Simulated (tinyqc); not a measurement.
Two-valley model of the transferred-electron effect: one step, computed by the program tinyqc. Command: `OMP_NUM_THREADS=1 python tinyqc.py 3017312 3017313 out.jsonl gunn walk`. One thread of a shared host (Intel(R) Xeon(R) Processor @ 2.30GHz), about 0.01 s of CPU time with the checks.

Both kinds of valley share one electron temperature T_e, and each has a constant mobility.

Question. Does a domain form? Space charge grows at the rate n e |mu_d|/(eps eps_0) during the transit time L/v, with v the valley velocity; Kroemer's criterion asks n L > eps eps_0 v/(e |mu_d|). Transit frequency v/L.

Inputs (values chosen for the exercise, modelled on GaN):
```
quantity                 value        unit
lattice temperature T      250           K
doping n               6.6e+15      1/cm^3
device length L             13  micrometre
permittivity eps           9.7           -
```

Solver: bisection.

valley velocity = 5.841931 1e7 cm/s

most negative differential mobility = -64.72774 cm^2/(V s)

Constants: eps_0 = 8.8541878128e-12 F/m; e = 1.602176634e-19 C.

Give: critical n L; n L of the device; transit frequency.

Answer.

critical n L = 4.8381e+12 1/cm^2

n L of the device = 8.58e+12 1/cm^2

transit frequency = 44.938 GHz

n L is 1.77 times the critical product: a borderline case, which this order-of-magnitude rule cannot settle. Caution: T_e at the threshold exceeds 3000 K, outside the range of a Maxwellian in parabolic valleys.
